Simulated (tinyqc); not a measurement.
Nanowire ballistic transistor, top-of-the-barrier model: one step of the calculation.

At the top of the source barrier, states moving towards the drain are filled by the source (Fermi level 0) and states moving back by the drain (Fermi level -q Vd); nothing scatters. U is the shift of the band edge there, set by the capacitances CG, CD and CS (the total) and by the charge. Parabolic one-dimensional subband; the source is grounded.

Question. Density of states, capacitances and charge at zero bias. N0 = gv sqrt(2 m kB T/pi)/hbar, CG = 2 pi eps0 eox/ln(1 + 2 tox/d), CS = CG/aG, n0 = n at U = 0 and Vd = 0. eta1 = -(E0 + U)/Vt, eta2 = eta1 - Vd/Vt, n = (N0/2)[F_(-1/2)(eta1) + F_(-1/2)(eta2)], F_(-1/2)(x) = (1/sqrt(pi)) int_0^infinity u^(-1/2)/(1 + exp(u - x)) du. UL = -(aG Vg + aD Vd).

Values chosen for this exercise; mass and valleys made up:

| symbol | value | unit | meaning |
|---|---|---|---|
| T | 250 | K | temperature |
| m | 0.0414 | m0 | effective mass |
| gv | 4 |  | valley degeneracy |
| eox | 3.9 |  | relative permittivity of the gate insulator |
| tox | 1.4 | nm | insulator thickness |
| d | 4 | nm | wire diameter |
| aG | 0.92 |  | gate control CG/CS |
| aD | 0.028 |  | drain control CD/CS |
| E0 | 0.21 | eV | band edge at the barrier top above the source Fermi level at zero bias |
| Vg | 0.37 | V | gate voltage |
| Vd | 0.05 | V | drain voltage |

Constants: q = 1.602176634e-19 C, kB = 1.380649e-23 J/K, hbar = 1.054571817e-34 J s, m0 = 9.1093837015e-31 kg, Vt = kB T/q, eps0 = 8.8541878128e-14 F/cm where lengths are in cm. Results are converted to the units shown.

Find: N0; CG; CS; n0; UL.

Answer.

N0 = 3.453e6 cm^-1
CG = 4.089 pF/cm
CS = 4.444 pF/cm
n0 = 201.7 cm^-1
UL = -0.3418 eV

Numbers from tinyqc (`OMP_NUM_THREADS=1 python tinyqc.py 2400127 2400128 out.jsonl`; about 0.04 s on one thread of a shared Intel Xeon 2.30GHz).
